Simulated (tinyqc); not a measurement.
Type-II superlattice in the two-band Kane model: sweeps and comparisons. A value that a table varies takes the place of the one given here.

Motion along the axis, period d = a + b, c = hbar^2/2m0. Conduction and light-hole bands couple: (E - Ec)(E - Ev) = Ep c k^2 in each layer, with mass m(E) = (E - Ev)/Ep, which may be negative. The conduction envelope psi and psi'/m(E) are continuous; a layer carries them by [[cos kt, (m/k) sin kt], [-(k/m) sin kt, cos kt]] (cosh and sinh for k^2 < 0), and cos(q d) = tr(M_B M_A)/2. C1 is the first miniband above EvB, with its bottom at tr/2 = +1 and its top at -1; the gap is the bottom of C1 less the top heavy-hole level HH1.

Heavy holes are uncoupled: with e = EvB - E, p = sqrt(mhB e/c), w = sqrt(mhA (EvB - EvA - e)/c), the top level HH1 at q = 0 solves (p/mhB) tan(p b/2) = (w/mhA) tanh(w a/2).

Constants: hbar^2/2m0 = 3.80998211 eV angstrom^2; hc = 1239.841984 eV nm.

Values chosen for the exercise (near those of an InAs/GaSb superlattice; not measured data):

| symbol | value | unit | meaning |
|---|---|---|---|
| b | 36 | angstrom | layer B |
| EcA | 0 | eV | conduction edge of A |
| EvA | -0.41 | eV | valence edge of A |
| EcB | 0.932 | eV | conduction edge of B |
| EvB | 0.104 | eV | valence edge of B |
| EpA | 14.5 | eV | coupling energy in A |
| EpB | 17.7 | eV | coupling energy in B |
| mhA | 0.34 | m0 | heavy hole in A |
| mhB | 0.26 | m0 | heavy hole in B |
| As | (19, 31, 39, 43, 54, 64, 76) | angstrom | widths of layer A |
| a | 42 | angstrom | layer A |

## Width of layer A

Bottom of C1 (tr/2 = +1, above EvB), HH1, the gap and hc/gap; widths at which C1 no longer starts above EvB are left out.

Results:

| a (angstrom) | C1 (eV) | HH1 (eV) | gap (meV) | cut-off (micrometre) |
|---|---|---|---|---|
| 19 | 0.4926 | 0.0433 | 449.3 | 2.76 |
| 31 | 0.3398 | 0.0422 | 297.7 | 4.17 |
| 39 | 0.2738 | 0.0421 | 231.7 | 5.35 |
| 43 | 0.2477 | 0.0421 | 205.6 | 6.03 |
| 54 | 0.1923 | 0.0421 | 150.2 | 8.25 |
| 64 | 0.1564 | 0.0421 | 114.4 | 10.84 |
| 76 | 0.1250 | 0.0421 | 82.9 | 14.95 |

What can be read from the table?

From a = 19 to 76 angstrom C1 falls by 368 meV while HH1 moves by -1.2 meV, so layer A tunes the gap, from 449 to 83 meV. The cut-off shifts by 0.117 micrometre per angstrom at the thin end and 0.342 at the thick end: long wavelengths need tight control of the thickness.

## One band or two

Bottom of C1. One band: (k/mA) tan(k a/2) = (kappa/mB) tanh(kappa b/2) with the edge masses (Ec - Ev)/Ep and barrier EcB - EcA. Second row: mA replaced by m(E). The last column is measured against two bands.

Results:

| model | C1 (eV) | gap (meV) | error (meV) |
|---|---|---|---|
| one band, edge masses | 0.2403 | 198.3 | -13.5 |
| m(E) in A only | 0.2119 | 169.9 | -41.9 |
| two bands | 0.2538 | 211.8 | 0.0 |

mA = 0.0283 m0
mB = 0.0468 m0

What does this show, and why?

With edge masses C1 errs by -14 meV, 6 % of the gap. The heavier m(E) in A changes it by -28 meV; the treatment of B changes it by +42 meV, since C1 lies 150 meV above the valence edge of B, where its mass is 0.0085 instead of 0.0468.

## What each parameter does

Bottom and width of C1, HH1 and the gap. Each row changes one parameter from the base and keeps the others.

Results:

| case | C1 (eV) | width (meV) | HH1 (eV) | gap (meV) |
|---|---|---|---|---|
| base | 0.2538 | 59.9 | 0.0421 | 211.8 |
| a = 39 angstrom | 0.2738 | 64.2 | 0.0421 | 231.7 |
| b = 39 angstrom | 0.2585 | 52.4 | 0.0491 | 209.5 |
| EvB = 0.084 eV | 0.2524 | 57.3 | 0.0227 | 229.7 |
| EcB = 0.982 eV | 0.2589 | 55.5 | 0.0421 | 216.9 |
| EvA = -0.44 eV | 0.2498 | 58.4 | 0.0412 | 208.6 |
| EpA = 15.7 eV | 0.2609 | 63.4 | 0.0421 | 218.8 |
| mhB = 0.3 m0 | 0.2538 | 59.9 | 0.0466 | 207.2 |

How do the results move?

The largest shifts from the base row, up to three for each result and ties (the steps differ in size, so this ranks the rows, not the parameters). C1 (eV): a +0.0199, EpA +0.0071, EcB +0.0051; unchanged at the printed digits by mhB. width (meV): b -7.5, EcB -4.4, a +4.3; unchanged at the printed digits by mhB. HH1 (eV): EvB -0.0194, b +0.0070, mhB +0.0046; unchanged at the printed digits by a, EcB and EpA. gap (meV): a +19.9, EvB +17.9, EpA +7.1.

Program tinyqc; command `OMP_NUM_THREADS=1 python tinyqc.py 1251735 1251736 out.jsonl`; about 0.05 s on one thread of a shared Intel(R) Xeon(R) Processor @ 2.30GHz.
